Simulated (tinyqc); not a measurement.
Worked calculation: static screening by free carriers. Values are carried at full precision from step to step, so a last printed digit may differ when a step is redone from the rounded ones.

kF = (3 pi^2 n/Mv)^(1/3), EF = c kF^2/m with c = hbar^2/2m0, n in 1/angstrom^3 (1e-24 per 1/cm^3), e2 = e^2/(4 pi eps0). Thomas-Fermi: qTF^2 = 6 pi e2 n/(eps EF). Debye: qD^2 = 4 pi e2 n/(eps kB T).

Constants: hbar^2/2m0 = 3.80998211 eV angstrom^2; e^2/(4 pi eps0) = 14.39964547 eV angstrom; kB = 8.617333262e-05 eV/K; a0 (Bohr radius) = 0.5291772105 angstrom.

Parameters, chosen for this exercise (a free-electron density near that of Au; not measured data): n = 5.82e+22 1/cm^3 (carrier density); m = 1 m0 (mass of one isotropic valley); Mv = 1 (valleys); eps = 1 (background dielectric constant); T = 300 K; q = 0.242 1/angstrom (wave vector).

## Fermi and screening wave vectors

Also the effective Bohr radius aB = a0 eps/m and rs = (3/(4 pi n))^(1/3)/aB.

kF = 1.1989 1/angstrom
EF at 0 K = 5476 meV
EF/kT = 212
qTF = 1.6984 1/angstrom
qD = 20.183 1/angstrom
aB = 0.5292 angstrom
rs = 3.03

The gas is degenerate, so the Thomas-Fermi value applies. With rs above 1 exchange and correlation, left out here, are not small.

## Lindhard function at one q

Lindhard at zero temperature: eps(q)/eps = 1 + (qTF/q)^2 L(x), x = q/(2 kF), L(x) = 1/2 + ((1 - x^2)/(4x)) ln|(1 + x)/(1 - x)|.

Compare with Thomas-Fermi, 1 + (qTF/q)^2.

x = 0.1009
L(x) = 0.9966
eps(q)/eps, Lindhard = 50.09
eps(q)/eps, Thomas-Fermi = 50.26

The carriers respond with 100 % of their long-wave strength at this q.

## Checks

- L(x) at x = 0.7 against the integral over the Fermi sphere: both 0.81595.

Program tinyqc; command `OMP_NUM_THREADS=1 python tinyqc.py 1650686 1650687 out.jsonl`; about 0.01 s on one thread of a shared Intel(R) Xeon(R) Processor @ 2.30GHz.
